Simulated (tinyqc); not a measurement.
Order of mass and momentum: stepped quantum well by finite differences.

Finite differences on points z_i at the centres of cells of width h: H_ii = (c/h^2)(1/m_(i-1/2) + 1/m_(i+1/2)) + V_i, H_(i,i+1) = -(c/h^2)/m_(i+1/2), where m_(i+1/2) is the mean of the masses at the two points (the end values are repeated outwards), psi = 0 on the points beyond both ends, c = hbar^2/2m0. The field adds e F (z - z0) with z0 the middle of the structure; 1 kV/cm = 1e-5 eV/angstrom.

Constants: hbar^2/2m0 = 3.80998211 eV angstrom^2.

Inputs chosen for the exercise (out of a larger set: near those of a GaAs well in AlGaAs; not measured data):

| symbol | value | unit | meaning |
|---|---|---|---|
| layers | ((108, 0.251, 0.0927), (54, 0, 0.0678), (81, 0.073, 0.075), (108, 0.251, 0.0927)) |  | each layer: thickness in angstrom, band edge in eV, mass in m0 |
| F | 0 | kV/cm | field along z |
| hf | 1.6875 | angstrom | cell width of the fine grid |

Fine grid. Hermitian kinetic operators m^a p m^b p m^a with 2a + b = -1: H_ii = (c/h^2) m_i^(2a) (m_(i-1/2)^b + m_(i+1/2)^b) + V_i, H_(i,i+1) = -(c/h^2) m_i^a m_(i+1)^a m_(i+1/2)^b; BenDaniel-Duke is a = 0. The halved form has H_ii = 2c/(h^2 m_i) + V_i and H_(i,i+1) = -(c/2h^2)(1/m_i + 1/m_(i+1)). The shifts are measured against BenDaniel-Duke; the last column repeats E1 with cells of hf/4.

Levels (eV):

| operator | E1 | E2 | E1 - E1(BDD) (meV) | E1 at hf/4 |
|---|---|---|---|---|
| BenDaniel-Duke | 0.0505 | 0.1193 | 0.0 | 0.0505 |
| (1/m) p^2 + p^2 (1/m), halved | 0.0519 | 0.1201 | 1.4 | 0.0328 |
| m^(-1/2) p^2 m^(-1/2) | 0.0556 | 0.1238 | 5.1 | 0.0556 |
| m^(-1/4) p m^(-1/2) p m^(-1/4) | 0.0531 | 0.1215 | 2.6 | 0.0531 |
| one mass, the smallest | 0.0532 | 0.1246 | 2.7 | 0.0532 |

What does the comparison show?

The three forms m^a p m^b p m^a span 5.1 meV in E1, 7 % of E2 - E1; they differ only at the mass steps (largest to smallest mass 1.37), where m^a psi is the continuous quantity. Dropping the mass step altogether moves E1 by +2.7 meV. Refining the grid moves the halved form by -19.1 meV, against at most 0.04 meV for the other three: at an abrupt step it has no limit as the grid is refined.

(tinyqc, `OMP_NUM_THREADS=1 python tinyqc.py 1252075 1252076 out.jsonl`, Intel(R) Xeon(R) Processor @ 2.30GHz, 1 thread, shared host, about 0.01 s.)
